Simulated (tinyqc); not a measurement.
Reverse leakage of an n+-p junction: diffusion, generation, trap-assisted and band-to-band tunnelling: leakage components against the reverse bias.

One-sided abrupt junction in the depletion approximation, x from the junction (0) to W on the p side, field F = F0 (1 - x/W). Flat quasi-Fermi levels, long p side. Traps generate through SRH with both lifetimes shortened by 1 + Gamma (Hurkx enhancement, form for moderate fields); band-to-band generation is local and needs a total bending above Eg.

ni = sqrt(Nc Nv) exp(-Eg/(2 Vt)), Eg in volts; Vbi = Vt ln(Na Nd/ni^2); W = sqrt(2 eps0 eps_r (Vbi + VR)/(q Na)); F0 = 2 (Vbi + VR)/W; FG = sqrt(24 mt m0 (kB T)^3)/(q hbar); J_diff = q ni^2 sqrt(Dn/tau)(1 - exp(-VR/Vt))/Na. u = (Vbi + VR)(1 - x/W)^2, p = Na exp(-u/Vt), n = Nd exp((u - Vbi - VR)/Vt); G0 = ni^2 (1 - exp(-VR/Vt))/(tau (n + p + 2 ni cosh(Et/Vt))); Gamma = 2 sqrt(3 pi)(F/FG) exp((F/FG)^2); trap-assisted part G0 Gamma; G_bb = Ab F^2.5 exp(-Bb/F) with F in V/cm, zero unless Vbi + VR > Eg. Currents are q times the integrals over 0 to W; J_bb under 1e-8 of J is printed as 0; rows with F0/FG above 2.2, beyond the range of this Gamma, are left out.

Parameters, values chosen for the exercise; band and dielectric values close to those of silicon: temperature T = 350 K; band gap Eg = 1.13 eV; relative permittivity eps_r = 11.6; conduction-band density of states at T Nc = 3.48e19 cm^-3; valence-band density of states at T Nv = 3.4e19 cm^-3; acceptor density of the lighter side Na = 8.5e16 cm^-3; donor density of the heavier side Nd = 1e20 cm^-3; SRH lifetime of both carriers at zero field tau = 5e-8 s; trap level above the intrinsic level Et = -0.07 eV; tunnelling mass mt = 0.26 m0; electron diffusion coefficient on the lighter side Dn = 21 cm^2/s; band-to-band prefactor Ab = 2.7e14 cm^-0.5 V^-2.5 s^-1; band-to-band field constant Bb = 1.92e7 V/cm.

Constants: q = 1.602176634e-19 C, kB = 1.380649e-23 J/K, hbar = 1.054571817e-34 J s, m0 = 9.1093837015e-31 kg, Vt = kB T/q, eps0 = 8.8541878128e-14 F/cm where lengths are in cm. Results are converted to the units shown.

The same in every row: J_bb (A/cm^2) = 0.

Result of one run:
```
VR (V)  F0 (kV/cm)  F0/FG  J_diff (A/cm^2)  J_SRH (A/cm^2)  J_TAT (A/cm^2)  J (A/cm^2)              largest part
1.8            272  0.573          2.45e-9         9.09e-7         2.30e-6     3.21e-6  trap-assisted tunnelling
```

What becomes of these results when the reverse bias VR is changed from 1.8 to 3.4 V, all else the same?

Result of the changed run:
```
VR (V)  F0 (kV/cm)  F0/FG  J_diff (A/cm^2)  J_SRH (A/cm^2)  J_TAT (A/cm^2)  J (A/cm^2)              largest part
3.4            341  0.719          2.45e-9         1.35e-6         4.63e-6     5.99e-6  trap-assisted tunnelling
```

The whole series:
```
VR (V)  F0 (kV/cm)  F0/FG  J_diff (A/cm^2)  J_SRH (A/cm^2)  J_TAT (A/cm^2)  J (A/cm^2)              largest part
0.2            177  0.373          2.44e-9         2.41e-7         3.66e-7     6.09e-7  trap-assisted tunnelling
1              229  0.484          2.45e-9         6.24e-7         1.29e-6     1.91e-6  trap-assisted tunnelling
1.8            272  0.573          2.45e-9         9.09e-7         2.30e-6     3.21e-6  trap-assisted tunnelling
2.6            308  0.650          2.45e-9         1.15e-6         3.41e-6     4.56e-6  trap-assisted tunnelling
3.4            341  0.719          2.45e-9         1.35e-6         4.63e-6     5.99e-6  trap-assisted tunnelling
4.2            371  0.782          2.45e-9         1.54e-6         5.98e-6     7.52e-6  trap-assisted tunnelling
5              398  0.840          2.45e-9         1.71e-6         7.45e-6     9.17e-6  trap-assisted tunnelling
5.8            424  0.895          2.45e-9         1.87e-6         9.08e-6     1.10e-5  trap-assisted tunnelling
6.6            448  0.946          2.45e-9         2.02e-6         1.09e-5     1.29e-5  trap-assisted tunnelling
```

J rises from 6.09e-7 to 1.29e-5 A/cm^2. Trap-assisted tunnelling leads at VR = 0.2 and in all other rows. The ratio J_TAT/J_SRH goes from 1.52 to 5.37 as F0/FG goes from 0.373 to 0.946.

Range of the model: The n+ side is degenerate, so Vbi from Boltzmann statistics is only a guide.

Program tinyqc, `OMP_NUM_THREADS=1 python tinyqc.py 2290004 2290005 out.jsonl`; Intel Xeon 2.30GHz, shared host, one thread, about 0.01 s.
